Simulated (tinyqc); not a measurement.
Worked calculation: CIS and TDHF on RHF in the 6-31g basis, for H2, spin multiplicity 1. One step of it, computed by the program tinyqc.

Question. CIS triplet states. Diagonalise A (1 hartree = 27.211386 eV); each vector has its largest component positive (the first on a tie).

CIS matrix A, triplet (hartree), lower triangle:
```
          1>2       1>3       1>4
1>2  0.335297
1>3  0.000000  0.874011
1>4  0.141918  0.000000  1.222222
```

Give: triplet excitation energies; lowest vectors.

Answer.

triplet excitation energies (eV): 8.5210  23.7831  33.8612

lowest vectors:
```
     state 1  state 2  state 3
1>2   0.9880   0.0000   0.1542
1>3   0.0000   1.0000   0.0000
1>4  -0.1542   0.0000   0.9880
```
